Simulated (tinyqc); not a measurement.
What each parameter does: six-band k.p model of the valence band of a wurtzite crystal.

At k = 0: E1 = D1c + D2c + Te + Le (pure HH); E2, E3 = Le + u +/- sqrt(u^2 + 2 D3c^2), u = (D1c - D2c + Te)/2, D1c = Dcr, D2c = D3c = Dso/3. The weight of LH in state 2 is fL = (E2 - Le)^2/((E2 - Le)^2 + 2 D3c^2). Relative strengths of transitions to the conduction band: for E perpendicular to c (TE) 1/2, fL/2, (1 - fL)/2; for E along c (TM) 0, 1 - fL, fL, with one momentum element for both directions.

Strain of a c-plane layer: exx = eyy = e_par, ezz = -2 (C13/C33) e_par; Le = D1 ezz + D2 (exx + eyy), Te = D3 ezz + D4 (exx + eyy).

Conduction edge: Ec = (top of the unstrained valence band) + Eg + (a1 + D1) ezz + (a2 + D2)(exx + eyy).

Inputs chosen for the exercise (of the order of those of hexagonal CdSe; shifted at random, so the results belong to these values and not to a real crystal): Dcr = 0.0328 eV (crystal-field splitting); Dso = 0.4078 eV (spin-orbit splitting); Eg = 1.838 eV (direct gap at Gamma from the top of the unstrained valence band); a1 = -0.73 eV (gap potential along c); a2 = -3.6 eV (gap potential in the plane); D1 = -0.96 eV; D2 = 0.97 eV; D3 = 3.95 eV; D4 = -2.27 eV; C13 = 39 GPa; C33 = 87 GPa; e_par = -0.0219 (exx = eyy of a c-plane layer).

Splittings at k = 0 under the strain, fL and the lowest transition.

Results for these values:

| case | E1 - E2 (meV) | E1 - E3 (meV) | fL | lowest transition (eV) |
|---|---|---|---|---|
| base | 113.04 | 504.54 | 0.5943 | 1.8044 |

What happens to each result for a2 = -4.32 eV, all else kept?

Answer: E1 - E2 does not change at the printed digits; E1 - E3 does not change at the printed digits; fL does not change at the printed digits; lowest transition rises from 1.8044 to 1.8359.

The same for each parameter in turn:

| case | E1 - E2 (meV) | E1 - E3 (meV) | fL | lowest transition (eV) |
|---|---|---|---|---|
| base | 113.04 | 504.54 | 0.5943 | 1.8044 |
| D3 = 3.16 eV | 106.60 | 495.47 | 0.5750 | 1.8199 |
| D2 = 0.776 eV | 113.04 | 504.54 | 0.5943 | 1.8044 |
| D1 = -0.768 eV | 113.04 | 504.54 | 0.5943 | 1.8044 |
| a2 = -4.32 eV | 113.04 | 504.54 | 0.5943 | 1.8359 |
| C33 = 69.6 GPa | 120.67 | 516.30 | 0.6178 | 1.7814 |
| e_par = -0.01752 | 97.90 | 484.29 | 0.5498 | 1.8111 |
| C13 = 31.2 GPa | 106.60 | 495.47 | 0.5750 | 1.8227 |
| a1 = -0.876 eV | 113.04 | 504.54 | 0.5943 | 1.8015 |

D1 and D2 shift all valence edges and the conduction edge alike, so they drop out of splittings and transitions.

tinyqc: `OMP_NUM_THREADS=1 python tinyqc.py 1051221 1051222 out.jsonl`; about 0.01 s, one thread, shared Intel(R) Xeon(R) Processor @ 2.30GHz.
